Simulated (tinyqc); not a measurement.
Inside a calculation (part 1 of 2). Method: UHF in the sto-3g basis, for BeH, spin multiplicity 2. Computed by tinyqc, a small Python program that keeps every step (integrals from PySCF). Settings: charge = 0, multiplicity = 2, basis = sto-3g, energy threshold = 1e-10, iteration cap = 68, orthogonalisation = symmetric, start = random, DIIS depth = 8, method = UHF. Command: `OMP_NUM_THREADS=1 python tinyqc.py 25028 25029 out.jsonl` (the two numbers bound the seeds that draw the settings). One thread of a shared host (Intel(R) Xeon(R) Processor @ 2.60GHz), about 0.1 s of CPU time with the checks. Later iterations appear only in the table of the cycle.

## One-electron integrals

Geometry (angstrom):
```
atom       x       y       z
Be    0.0000  0.0000  0.0000
H     0.0000  0.0000  2.4370
```

Basis sto-3g: exponents (1/bohr^2) and contraction coefficients of normalised primitives:
```
element  l (shell)  exponent  coefficient
Be           s (1)   30.1679       0.1543
Be           s (1)    5.4951       0.5353
Be           s (1)    1.4872       0.4446
Be           s (2)    1.3148      -0.1000
Be           s (2)    0.3055       0.3995
Be           s (2)    0.0994       0.7001
Be           p (3)    1.3148       0.1559
Be           p (3)    0.3055       0.6077
Be           p (3)    0.0994       0.3920
H            s (1)    3.4253       0.1543
H            s (1)    0.6239       0.5353
H            s (1)    0.1689       0.4446
```

Overlap, kinetic and nuclear-attraction integrals over the contracted functions; the nuclear repulsion is the sum of Za Zb / Rab.

nuclear repulsion = 0.868572 hartree

overlap S, lower triangle:
```
         1Be 1s  1Be 2s  1Be 2px  1Be 2py  1Be 2pz   2H 1s
1Be 1s   1.0000
1Be 2s   0.2595  1.0000
1Be 2px  0.0000  0.0000   1.0000
1Be 2py  0.0000  0.0000   0.0000   1.0000
1Be 2pz  0.0000  0.0000   0.0000   0.0000   1.0000
2H 1s    0.0053  0.1340   0.0000   0.0000   0.1942  1.0000
```

kinetic energy T (hartree), lower triangle:
```
          1Be 1s   1Be 2s  1Be 2px  1Be 2py  1Be 2pz   2H 1s
1Be 1s    6.6940
1Be 2s   -0.0330   0.2111
1Be 2px   0.0000   0.0000   0.6606
1Be 2py   0.0000   0.0000   0.0000   0.6606
1Be 2pz   0.0000   0.0000   0.0000   0.0000   0.6606
2H 1s    -0.0031  -0.0060   0.0000   0.0000   0.0084  0.7600
```

nuclear attraction V (hartree), lower triangle:
```
           1Be 1s   1Be 2s  1Be 2px  1Be 2py  1Be 2pz    2H 1s
1Be 1s   -14.7782
1Be 2s    -1.9556  -2.5300
1Be 2px    0.0000   0.0000  -2.5003
1Be 2py    0.0000   0.0000   0.0000  -2.5003
1Be 2pz   -0.0054  -0.0584   0.0000   0.0000  -2.5336
2H 1s     -0.0386  -0.2559   0.0000   0.0000  -0.3621  -2.0952
```

core Hamiltonian H = T + V (hartree), lower triangle:
```
          1Be 1s   1Be 2s  1Be 2px  1Be 2py  1Be 2pz    2H 1s
1Be 1s   -8.0843
1Be 2s   -1.9886  -2.3189
1Be 2px   0.0000   0.0000  -1.8397
1Be 2py   0.0000   0.0000   0.0000  -1.8397
1Be 2pz  -0.0054  -0.0584   0.0000   0.0000  -1.8730
2H 1s    -0.0417  -0.2618   0.0000   0.0000  -0.3537  -1.3351
```

## Two-electron integrals

Functions are numbered as in S; the eight-fold symmetry (ij|kl) = (ji|kl) = (kl|ij) leaves the list below.

Two-electron integrals (ij|kl) in chemists' order, unique and non-zero (hartree):
```
(11|11) 2.2988     (21|11) 0.3920     (21|21) 0.0795     (22|11) 0.5710
(22|21) 0.1430     (22|22) 0.4177     (31|31) 0.0146     (32|31) 0.0219
(32|32) 0.0923     (33|11) 0.5696     (33|21) 0.1431     (33|22) 0.4176
(33|33) 0.4499     (41|41) 0.0146     (42|41) 0.0219     (42|42) 0.0923
(43|43) 0.0242     (44|11) 0.5696     (44|21) 0.1431     (44|22) 0.4176
(44|33) 0.4014     (44|44) 0.4499     (51|51) 0.0146     (52|51) 0.0219
(52|52) 0.0923     (53|53) 0.0242     (54|54) 0.0242     (55|11) 0.5696
(55|21) 0.1431     (55|22) 0.4176     (55|33) 0.4014     (55|44) 0.4014
(55|55) 0.4499     (61|11) 0.0077     (61|21) 0.0016     (61|22) 0.0029
(61|33) 0.0029     (61|44) 0.0029     (61|51) 1.75e-04   (61|52) 3.33e-04
(61|55) 0.0030     (61|61) 3.38e-05   (62|11) 0.0440     (62|21) 0.0113
(62|22) 0.0397     (62|33) 0.0380     (62|44) 0.0380     (62|51) 0.0014
(62|52) 0.0108     (62|55) 0.0430     (62|61) 2.58e-04   (62|62) 0.0083
(63|31) 0.0006     (63|32) 0.0037     (63|53) 0.0015     (63|63) 4.50e-04
(64|41) 0.0006     (64|42) 0.0037     (64|54) 0.0015     (64|64) 4.50e-04
(65|11) 0.0591     (65|21) 0.0153     (65|22) 0.0550     (65|33) 0.0521
(65|44) 0.0521     (65|51) 0.0021     (65|52) 0.0164     (65|55) 0.0606
(65|61) 3.53e-04   (65|62) 0.0125     (65|65) 0.0189     (66|11) 0.2171
(66|21) 0.0563     (66|22) 0.2159     (66|33) 0.2054     (66|44) 0.2054
(66|51) 0.0054     (66|52) 0.0570     (66|55) 0.2365     (66|61) 0.0013
(66|62) 0.0660     (66|65) 0.1029     (66|66) 0.7746
```

## Orthogonalisation

S = U s U^T; symmetric (Loewdin) form X = U s^(-1/2) U^T, so that X^T S X = 1.

eigenvalues of S: 0.6915  0.8353  1.0000  1.0000  1.1594  1.3137

X, lower triangle:
```
          1Be 1s   1Be 2s  1Be 2px  1Be 2py  1Be 2pz   2H 1s
1Be 1s    1.0268
1Be 2s   -0.1369   1.0342
1Be 2px   0.0000   0.0000   1.0000
1Be 2py   0.0000   0.0000   0.0000   1.0000
1Be 2pz  -0.0019   0.0106   0.0000   0.0000   1.0148
2H 1s     0.0114  -0.0720   0.0000   0.0000  -0.1007  1.0220
```

## Starting guess

The start is random orthonormal orbitals; D(s) = C_occ C_occ^T for each spin.

D(alpha) at the start, lower triangle:
```
          1Be 1s   1Be 2s  1Be 2px  1Be 2py  1Be 2pz   2H 1s
1Be 1s    0.4643
1Be 2s    0.0351   0.7178
1Be 2px   0.1248   0.2009   0.0850
1Be 2py   0.1750  -0.1056   0.0014   0.9481
1Be 2pz  -0.2951   0.4077   0.0315   0.0892   0.5319
2H 1s    -0.2789  -0.2112  -0.1285   0.0913   0.1150  0.2496
```

D(beta) at the start, lower triangle:
```
          1Be 1s   1Be 2s  1Be 2px  1Be 2py  1Be 2pz   2H 1s
1Be 1s    0.4474
1Be 2s    0.0274   0.7143
1Be 2px   0.1166   0.1972   0.0811
1Be 2py   0.2880  -0.0536   0.0560   0.1925
1Be 2pz  -0.2510   0.4280   0.0529  -0.2059   0.4167
2H 1s    -0.2444  -0.1953  -0.1118  -0.1393   0.0249  0.1792
```

## Iteration 1: building the Fock matrix

J_ij = sum D_kl (ij|kl) with D = D(alpha) + D(beta), K_ij = sum D_kl (ik|jl) for each spin; F = H + J - K(s); E = tr D H + tr D J / 2 - 0.5 sum_s tr D(s) K(s) + E_nn.

Coulomb J (hartree), lower triangle:
```
         1Be 1s   1Be 2s  1Be 2px  1Be 2py  1Be 2pz   2H 1s
1Be 1s   4.3128
1Be 2s   0.9125   2.1510
1Be 2px  0.0242   0.0823   2.1172
1Be 2py  0.0065  -0.0095   0.0028   2.1644
1Be 2pz  0.0222   0.1502   0.0034  -0.0058   2.1666
2H 1s    0.0187   0.2300   0.0033  -0.0010   0.3241  1.4022
```

exchange K(alpha) (hartree), lower triangle:
```
          1Be 1s   1Be 2s  1Be 2px  1Be 2py  1Be 2pz   2H 1s
1Be 1s    1.1699
1Be 2s    0.3263   0.4727
1Be 2px   0.1056   0.1177   0.1473
1Be 2py   0.0851  -0.0212   0.0006   0.5146
1Be 2pz  -0.1243   0.1506   0.0065   0.0428   0.3494
2H 1s    -0.0672   0.0257  -0.0160   0.0198   0.1032  0.2149
```

exchange K(beta) (hartree), lower triangle:
```
          1Be 1s  1Be 2s  1Be 2px  1Be 2py  1Be 2pz   2H 1s
1Be 1s    1.1124
1Be 2s    0.2966  0.3864
1Be 2px   0.1002  0.1151   0.1233
1Be 2py   0.1589  0.0144   0.0239   0.1707
1Be 2pz  -0.0933  0.1636   0.0165  -0.0951   0.2667
2H 1s    -0.0577  0.0174  -0.0116  -0.0409   0.0675  0.1420
```

F(alpha) (hartree), lower triangle:
```
          1Be 1s   1Be 2s  1Be 2px  1Be 2py  1Be 2pz    2H 1s
1Be 1s   -4.9414
1Be 2s   -1.4025  -0.6406
1Be 2px  -0.0814  -0.0354   0.1302
1Be 2py  -0.0786   0.0117   0.0022  -0.1898
1Be 2pz   0.1411  -0.0587  -0.0032  -0.0487  -0.0558
2H 1s     0.0442  -0.0575   0.0192  -0.0208  -0.1327  -0.1478
```

F(beta) (hartree), lower triangle:
```
          1Be 1s   1Be 2s  1Be 2px  1Be 2py  1Be 2pz    2H 1s
1Be 1s   -4.8839
1Be 2s   -1.3728  -0.5543
1Be 2px  -0.0761  -0.0328   0.1542
1Be 2py  -0.1524  -0.0238  -0.0211   0.1540
1Be 2pz   0.1102  -0.0717  -0.0131   0.0893   0.0270
2H 1s     0.0347  -0.0492   0.0148   0.0400  -0.0970  -0.0749
```

total energy of this density = -10.063984 hartree

## Iteration 1: diagonalisation and new density

Diagonalise F' = X^T F X, C = X C', fill 3 alpha and 2 beta electrons from the bottom; D(s) = C_occ C_occ^T. Each column has its largest component positive (the first on a tie).

F' = X^T F X (alpha) (hartree), lower triangle:
```
         1        2        3        4        5        6
1  -4.8272
2  -0.7331  -0.3734
3  -0.0785  -0.0269   0.1302
4  -0.0825   0.0239   0.0022  -0.1898
5   0.1435  -0.0699  -0.0054  -0.0470  -0.0335
6   0.0794  -0.0256   0.0216  -0.0181  -0.1130  -0.1209
```

orbital energies (alpha) (hartree): MO1 -4.9520, MO2 -0.3192, MO3 -0.2256, MO4 -0.1131, MO5 0.0595, MO6 0.1357

coefficients C (alpha):
```
             MO1      MO2      MO3      MO4      MO5      MO6
1Be 1s    0.9916  -0.2265   0.0863   0.1608   0.0734  -0.0110
1Be 2s    0.0287   0.8444  -0.3118  -0.4967  -0.1870  -0.0278
1Be 2px   0.0161   0.0161  -0.0337  -0.0717   0.1756   0.9810
1Be 2py   0.0160  -0.0248   0.8435  -0.5109  -0.1618   0.0207
1Be 2pz  -0.0257   0.3819   0.2497   0.1040   0.8933  -0.1496
2H 1s    -0.0137   0.2859   0.3594   0.7483  -0.5148   0.1547
```

F' = X^T F X (beta) (hartree), lower triangle:
```
         1        2        3       4        5        6
1  -4.7735
2  -0.7207  -0.2898
3  -0.0734  -0.0248   0.1542
4  -0.1529  -0.0057  -0.0211  0.1540
5   0.1144  -0.0807  -0.0150  0.0866   0.0450
6   0.0713  -0.0252   0.0180  0.0318  -0.0909  -0.0524
```

orbital energies (beta) (hartree): MO1 -4.8954, MO2 -0.2472, MO3 -0.0676, MO4 0.0825, MO5 0.1478, MO6 0.2173

coefficients C (beta):
```
             MO1      MO2      MO3      MO4      MO5      MO6
1Be 1s    0.9924  -0.2178   0.1856   0.0804   0.0003   0.0094
1Be 2s    0.0251   0.8291  -0.5987  -0.1947  -0.0769  -0.0586
1Be 2px   0.0152   0.0220  -0.0836   0.1052   0.9151  -0.3792
1Be 2py   0.0306  -0.1487  -0.1704  -0.4789   0.3604   0.7672
1Be 2pz  -0.0202   0.4023   0.1977   0.7410   0.1390   0.5199
2H 1s    -0.0124   0.2700   0.8099  -0.5522   0.0710  -0.1453
```

D(alpha) after iteration 1, lower triangle:
```
          1Be 1s   1Be 2s  1Be 2px  1Be 2py  1Be 2pz   2H 1s
1Be 1s    1.0419
1Be 2s   -0.1897   0.8111
1Be 2px   0.0094   0.0246   0.0017
1Be 2py   0.0943  -0.2835  -0.0285   0.7123
1Be 2pz  -0.0904   0.2439  -0.0027   0.2008   0.2089
2H 1s    -0.0474   0.1290  -0.0077   0.2958   0.1993  0.2111
```

D(beta) after iteration 1, lower triangle:
```
          1Be 1s   1Be 2s  1Be 2px  1Be 2py  1Be 2pz   2H 1s
1Be 1s    1.0323
1Be 2s   -0.1557   0.6880
1Be 2px   0.0103   0.0186   0.0007
1Be 2py   0.0628  -0.1226  -0.0028   0.0231
1Be 2pz  -0.1077   0.3330   0.0085  -0.0605   0.1622
2H 1s    -0.0711   0.2235   0.0057  -0.0405   0.1089  0.0731
```

## Iteration 2: building the Fock matrix

As before.

Coulomb J (hartree), lower triangle:
```
          1Be 1s   1Be 2s  1Be 2px  1Be 2py  1Be 2pz   2H 1s
1Be 1s    6.1123
1Be 2s    1.1643   2.2972
1Be 2px   0.0025   0.0088   2.2703
1Be 2py  -0.0129  -0.0662  -0.0015   2.3059
1Be 2pz   0.0233   0.1316   0.0003   0.0076   2.3058
2H 1s     0.0236   0.2310   0.0004  -0.0021   0.3230  1.3678
```

exchange K(alpha) (hartree), lower triangle:
```
          1Be 1s   1Be 2s  1Be 2px  1Be 2py  1Be 2pz   2H 1s
1Be 1s    2.3242
1Be 2s    0.4213   0.4677
1Be 2px   0.0095   0.0138   0.1064
1Be 2py   0.0093  -0.1167  -0.0121   0.4089
1Be 2pz  -0.0123   0.1316  -0.0015   0.1013   0.2252
2H 1s     0.0066   0.1058  -0.0007   0.0602   0.1176  0.2384
```

exchange K(beta) (hartree), lower triangle:
```
          1Be 1s   1Be 2s  1Be 2px  1Be 2py  1Be 2pz   2H 1s
1Be 1s    2.3081
1Be 2s    0.4060   0.3612
1Be 2px   0.0091   0.0114   0.0785
1Be 2py   0.0163  -0.0538  -0.0012   0.0880
1Be 2pz  -0.0081   0.1729   0.0039  -0.0279   0.1669
2H 1s     0.0061   0.1081   0.0024  -0.0165   0.0868  0.1253
```

F(alpha) (hartree), lower triangle:
```
          1Be 1s   1Be 2s  1Be 2px  1Be 2py  1Be 2pz    2H 1s
1Be 1s   -4.2961
1Be 2s   -1.2456  -0.4894
1Be 2px  -0.0071  -0.0049   0.3242
1Be 2py  -0.0222   0.0505   0.0106   0.0573
1Be 2pz   0.0301  -0.0584   0.0018  -0.0937   0.2077
2H 1s    -0.0247  -0.1366   0.0010  -0.0623  -0.1483  -0.2057
```

F(beta) (hartree), lower triangle:
```
          1Be 1s   1Be 2s  1Be 2px  1Be 2py  1Be 2pz    2H 1s
1Be 1s   -4.2800
1Be 2s   -1.2303  -0.3828
1Be 2px  -0.0067  -0.0026   0.3522
1Be 2py  -0.0292  -0.0124  -0.0003   0.3782
1Be 2pz   0.0259  -0.0997  -0.0037   0.0355   0.2660
2H 1s    -0.0242  -0.1389  -0.0021   0.0144  -0.1175  -0.0926
```

total energy of this density = -14.516232 hartree

## Iteration 2: DIIS over 2 matrices

error matrix X^T (FDS - SDF) X (alpha):
```
         1        2        3        4        5       6
1   0.0000  -0.0422  -0.0668  -0.0564   0.0721  0.0119
2   0.0422   0.0000  -0.0177   0.0257  -0.0618  0.0976
3   0.0668   0.0177   0.0000  -0.0004  -0.0006  0.0003
4   0.0564  -0.0257   0.0004   0.0000   0.0333  0.0890
5  -0.0721   0.0618   0.0006  -0.0333   0.0000  0.1053
6  -0.0119  -0.0976  -0.0003  -0.0890  -0.1053  0.0000
```

B (overlaps of the stored error matrices):
```
               1              2
1  2.3387635e+01  1.1252679e+00
2  1.1252679e+00  1.8248827e-01
```

Minimise |sum c_i e_i|^2 with sum c_i = 1: solve [B -1; -1 0][c; lambda] = [0; -1] with B_ij = tr e_i^T e_j summed over both spins, and take F = sum c_i F_i.

DIIS coefficients: -0.0442  1.0442

extrapolated F(alpha) (hartree), lower triangle:
```
          1Be 1s   1Be 2s  1Be 2px  1Be 2py  1Be 2pz    2H 1s
1Be 1s   -4.2676
1Be 2s   -1.2387  -0.4827
1Be 2px  -0.0038  -0.0036   0.3328
1Be 2py  -0.0197   0.0522   0.0110   0.0682
1Be 2pz   0.0252  -0.0583   0.0020  -0.0957   0.2193
2H 1s    -0.0278  -0.1401   0.0002  -0.0642  -0.1490  -0.2083
```

extrapolated F(beta) (hartree), lower triangle:
```
          1Be 1s   1Be 2s  1Be 2px  1Be 2py  1Be 2pz    2H 1s
1Be 1s   -4.2533
1Be 2s   -1.2240  -0.3752
1Be 2px  -0.0036  -0.0013   0.3609
1Be 2py  -0.0237  -0.0119   0.0006   0.3881
1Be 2pz   0.0222  -0.1009  -0.0032   0.0331   0.2765
2H 1s    -0.0268  -0.1429  -0.0028   0.0132  -0.1184  -0.0934
```

## Iteration 2: diagonalisation and new density

As before.

F' = X^T F X (alpha) (hartree), lower triangle:
```
         1        2       3        4        5        6
1  -4.1609
2  -0.6707  -0.2274
3  -0.0034  -0.0032  0.3328
4  -0.0279   0.0603  0.0110   0.0682
5   0.0286  -0.0407  0.0020  -0.0901   0.2531
6   0.0240  -0.1102  0.0002  -0.0599  -0.1547  -0.1666
```

orbital energies (alpha) (hartree): MO1 -4.2723, MO2 -0.3020, MO3 -0.0974, MO4 0.1128, MO5 0.3247, MO6 0.3334

coefficients C (alpha):
```
             MO1      MO2      MO3      MO4      MO5      MO6
1Be 1s    0.9906  -0.1457  -0.2315  -0.1288   0.0229  -0.0044
1Be 2s    0.0340   0.4837   0.8096   0.4478  -0.0501   0.0081
1Be 2px   0.0008  -0.0010   0.0190  -0.0361   0.1355   0.9899
1Be 2py   0.0040   0.1092  -0.5228   0.7941  -0.2798   0.0774
1Be 2pz  -0.0048   0.2117  -0.1511   0.2192   0.9539  -0.1195
2H 1s    -0.0015   0.7526  -0.3908  -0.4805  -0.3298   0.0359
```

F' = X^T F X (beta) (hartree), lower triangle:
```
         1        2        3       4        5        6
1  -4.1479
2  -0.6722  -0.1163
3  -0.0035  -0.0007   0.3609
4  -0.0226  -0.0096   0.0006  0.3881
5   0.0313  -0.0844  -0.0030  0.0322   0.3060
6   0.0264  -0.1246  -0.0025  0.0108  -0.1373  -0.0520
```

orbital energies (beta) (hartree): MO1 -4.2572, MO2 -0.2101, MO3 0.0977, MO4 0.3414, MO5 0.3612, MO6 0.4061

coefficients C (beta):
```
             MO1      MO2      MO3      MO4      MO5      MO6
1Be 1s    0.9916  -0.1683  -0.2454   0.0305  -0.0045   0.0209
1Be 2s    0.0305   0.5718   0.8683  -0.0762   0.0097  -0.0768
1Be 2px   0.0008   0.0050  -0.0065   0.1059   0.9942  -0.0156
1Be 2py   0.0052  -0.0236   0.0461  -0.5064   0.0678   0.8581
1Be 2pz  -0.0040   0.2373  -0.0021   0.8453  -0.0832   0.5121
2H 1s    -0.0015   0.6860  -0.6691  -0.3441   0.0265  -0.1503
```

D(alpha) after iteration 2, lower triangle:
```
          1Be 1s   1Be 2s  1Be 2px  1Be 2py  1Be 2pz   2H 1s
1Be 1s    1.0561
1Be 2s   -0.2242   0.8905
1Be 2px  -0.0034   0.0150   0.0004
1Be 2py   0.1090  -0.3702  -0.0100   0.2852
1Be 2pz  -0.0006  -0.0201  -0.0031   0.1021   0.0677
2H 1s    -0.0207   0.0476  -0.0082   0.2865   0.2183  0.7191
```

D(beta) after iteration 2, lower triangle:
```
          1Be 1s   1Be 2s  1Be 2px  1Be 2py  1Be 2pz   2H 1s
1Be 1s    1.0117
1Be 2s   -0.0660   0.3279
1Be 2px  -0.0001   0.0029   0.0000
1Be 2py   0.0091  -0.0134  -0.0001   0.0006
1Be 2pz  -0.0439   0.1356   0.0012  -0.0056   0.0563
2H 1s    -0.1169   0.3922   0.0034  -0.0162   0.1628  0.4706
```

## Iteration 19 (converged): orbitals

converged F(alpha) (hartree), lower triangle:
```
          1Be 1s   1Be 2s  1Be 2px  1Be 2py  1Be 2pz    2H 1s
1Be 1s   -4.4889
1Be 2s   -1.2713  -0.5779
1Be 2px   0.0000   0.0000   0.2202
1Be 2py   0.0000   0.0000   0.0000   0.2202
1Be 2pz  -0.0007   0.1321   0.0000   0.0000   0.1483
2H 1s    -0.0277  -0.1106   0.0000   0.0000  -0.1451  -0.4426
```

converged F(beta) (hartree), lower triangle:
```
          1Be 1s   1Be 2s  1Be 2px  1Be 2py  1Be 2pz   2H 1s
1Be 1s   -4.4862
1Be 2s   -1.2710  -0.5565
1Be 2px   0.0000   0.0000   0.2253
1Be 2py   0.0000   0.0000   0.0000   0.2253
1Be 2pz  -0.0005  -0.1481   0.0000   0.0000   0.1870
2H 1s    -0.0265  -0.1113   0.0000   0.0000  -0.0741  0.2578
```

As before.

F' = X^T F X (alpha) (hartree), lower triangle:
```
         1        2       3       4        5        6
1  -4.3867
2  -0.6615  -0.3255
3   0.0000   0.0000  0.2202
4   0.0000   0.0000  0.0000  0.2202
5  -0.0238   0.1560  0.0000  0.0000   0.1809
6   0.0214  -0.0752  0.0000  0.0000  -0.1331  -0.4149
```

orbital energies (alpha) (hartree): MO1 -4.4917, MO2 -0.4531, MO3 -0.2704, MO4 0.2202, MO5 0.2202, MO6 0.2690

coefficients C (alpha):
```
             MO1      MO2      MO3     MO4      MO5      MO6
1Be 1s    0.9926  -0.0527  -0.2733  0.0000   0.0000  -0.1024
1Be 2s    0.0271   0.1632   0.9640  0.0000   0.0000   0.3700
1Be 2px   0.0000   0.0000   0.0000  0.8453  -0.5343   0.0000
1Be 2py   0.0000   0.0000   0.0000  0.5343   0.8453   0.0000
1Be 2pz  -0.0003   0.0548  -0.3464  0.0000   0.0000   0.9576
2H 1s    -0.0023   0.9542  -0.1883  0.0000   0.0000  -0.3377
```

F' = X^T F X (beta) (hartree), lower triangle:
```
         1        2       3       4        5       6
1  -4.3836
2  -0.6643  -0.3051
3   0.0000   0.0000  0.2253
4   0.0000   0.0000  0.0000  0.2253
5   0.0151  -0.1376  0.0000  0.0000   0.2073
6   0.0270  -0.0986  0.0000  0.0000  -0.1140  0.2987
```

orbital energies (beta) (hartree): MO1 -4.4891, MO2 -0.2727, MO3 0.2031, MO4 0.2253, MO5 0.2253, MO6 0.3760

coefficients C (beta):
```
             MO1      MO2      MO3     MO4      MO5      MO6
1Be 1s    0.9926  -0.2705   0.1204  0.0000   0.0000   0.0176
1Be 2s    0.0271   0.9466  -0.4363  0.0000   0.0000  -0.0811
1Be 2px   0.0000   0.0000   0.0000  0.7525  -0.6586   0.0000
1Be 2py   0.0000   0.0000   0.0000  0.6586   0.7525   0.0000
1Be 2pz   0.0014   0.3108   0.7270  0.0000   0.0000  -0.6440
2H 1s    -0.0025   0.1331   0.4651  0.0000   0.0000   0.9089
```

D(alpha) after iteration 19, lower triangle:
```
          1Be 1s   1Be 2s  1Be 2px  1Be 2py  1Be 2pz   2H 1s
1Be 1s    1.0628
1Be 2s   -0.2451   0.9568
1Be 2px   0.0000   0.0000   0.0000
1Be 2py   0.0000   0.0000   0.0000   0.0000
1Be 2pz   0.0915  -0.3250   0.0000   0.0000   0.1230
2H 1s    -0.0011  -0.0258   0.0000   0.0000   0.1175  0.9460
```

D(beta) after iteration 19, lower triangle:
```
          1Be 1s  1Be 2s  1Be 2px  1Be 2py  1Be 2pz   2H 1s
1Be 1s    1.0585
1Be 2s   -0.2291  0.8967
1Be 2px   0.0000  0.0000   0.0000
1Be 2py   0.0000  0.0000   0.0000   0.0000
1Be 2pz  -0.0827  0.2943   0.0000   0.0000   0.0966
2H 1s    -0.0385  0.1259   0.0000   0.0000   0.0414  0.0177
```

Within a degenerate level the vectors are fixed only up to a rotation; this is one choice.
